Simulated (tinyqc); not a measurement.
Fully depleted semiconductor-on-insulator film with two gates, non-linear Poisson equation by Newton steps: two steps of the calculation.

One dimension across the film, front interface at x = 0, back interface at x = ts. psi is counted from the intrinsic level, n = ni exp(psi/Vt) (source grounded), holes neglected, acceptors ionised. Gates act through Cox = eps0 eox/tox and Cbox = 3.9 eps0/tb with potentials G1 = Vg - (phiM - chi - Vt ln(Nc/ni)) and G2 = Vb - (phiB - chi - Vt ln(Nc/ni)). Classical Boltzmann densities, no interface charge, no depletion in the back plane.

Values chosen for this exercise; band and dielectric values those of a made-up semiconductor:
```
symbol,value,unit,meaning
T,300,K,temperature
eox,21.5,,relative permittivity of the gate insulator (close to hafnium oxide)
tox,4.2,nm,insulator thickness
ts,9,nm,film thickness
tb,14,nm,buried-oxide thickness (eps_r 3.9)
Na,1.1e17,cm^-3,acceptor density of the film
```

Constants: q = 1.602176634e-19 C, kB = 1.380649e-23 J/K, Vt = kB T/q, eps0 = 8.8541878128e-14 F/cm where lengths are in cm. Results are converted to the units shown.

Question 1. Density, residual and Jacobian diagonal. Nodes 0 to 11, h = ts/11, box widths w = h (h/2 at both ends), a = eps0 eps_r/h. F_i = a (psi_(i+1) - 2 psi_i + psi_(i-1)) - q w_i (n_i + Na); F_0 = a (psi_1 - psi_0) + Cox (G1 - psi_0) - q w_0 (n_0 + Na); F_11 = a (psi_10 - psi_11) + Cbox (G2 - psi_11) - q w_11 (n_11 + Na). Diagonal b_i = -2 a - q w_i n_i/Vt, with -a - Cox and -a - Cbox in place of -2 a at the ends.

psi at the start, node 0 to 11 (V): [0.2, 0.2, 0.2, 0.2, 0.2, 0.2, 0.2, 0.2, 0.2, 0.2, 0.2, 0.2]
ni = 1.8261678e11 cm^-3
a = 13.419014 uF/cm^2
G1 = 0.28228737 V
G2 = -0.71771263 V

Find: n; residual F; diagonal b.

Answer 1.

```
node  n (cm^-3)  residual F (1e-7 C/cm^2)  diagonal b (F/cm^2)
0      4.182e14                     3.722            -1.795e-5
1      4.182e14                    -0.014            -2.684e-5
2      4.182e14                    -0.014            -2.684e-5
3      4.182e14                    -0.014            -2.684e-5
4      4.182e14                    -0.014            -2.684e-5
5      4.182e14                    -0.014            -2.684e-5
6      4.182e14                    -0.014            -2.684e-5
7      4.182e14                    -0.014            -2.684e-5
8      4.182e14                    -0.014            -2.684e-5
9      4.182e14                    -0.014            -2.684e-5
10     4.182e14                    -0.014            -2.684e-5
11     4.182e14                    -2.271            -1.367e-5
```

Question 2. Newton step. Solve a d_(i-1) + b_i d_i + a d_(i+1) = -F_i for all nodes. If the largest |d| exceeds 4 Vt, the whole step is scaled down so that it equals 4 Vt.

a = 13.419014 uF/cm^2

```
node  diagonal b (F/cm^2)  residual F (C/cm^2)  psi after iteration 1 (V)
0           -1.7951835e-5         7.5754453e-8                 0.22861280
1           -2.6838424e-5       -2.9591325e-10                 0.21618296
2           -2.6838273e-5       -2.9463860e-10                 0.20383928
3           -2.6838180e-5       -2.9483656e-10                 0.19158157
4           -2.6838123e-5       -2.9593126e-10                 0.17940964
5           -2.6838087e-5       -2.9757113e-10                 0.16732330
6           -2.6838065e-5       -2.9954085e-10                 0.15532236
7           -2.6838051e-5       -3.0170814e-10                 0.14340662
8           -2.6838042e-5       -3.0399146e-10                 0.13157591
9           -2.6838037e-5       -3.0634041e-10                 0.11983002
10          -2.6838033e-5       -3.0872372e-10                 0.10816878
11          -1.3665668e-5        -4.6222254e-8                 0.09659200
```

Find: Newton step d, before damping; psi after iteration 2.

Answer 2.

```
node  Newton step d, before damping (V)  psi after iteration 2 (V)
0                              0.007295                    0.23591
1                              0.004113                    0.22030
2                              0.000954                    0.20479
3                             -0.002183                    0.18940
4                             -0.005298                    0.17411
5                             -0.008391                    0.15893
6                             -0.011462                    0.14386
7                             -0.014511                    0.12890
8                             -0.017537                    0.11404
9                             -0.020541                    0.09929
10                            -0.023522                    0.08465
11                            -0.026479                    0.07011
```

Program tinyqc, `OMP_NUM_THREADS=1 python tinyqc.py 2190067 2190068 out.jsonl`; Intel Xeon 2.30GHz, shared host, one thread, about 0.4 s.
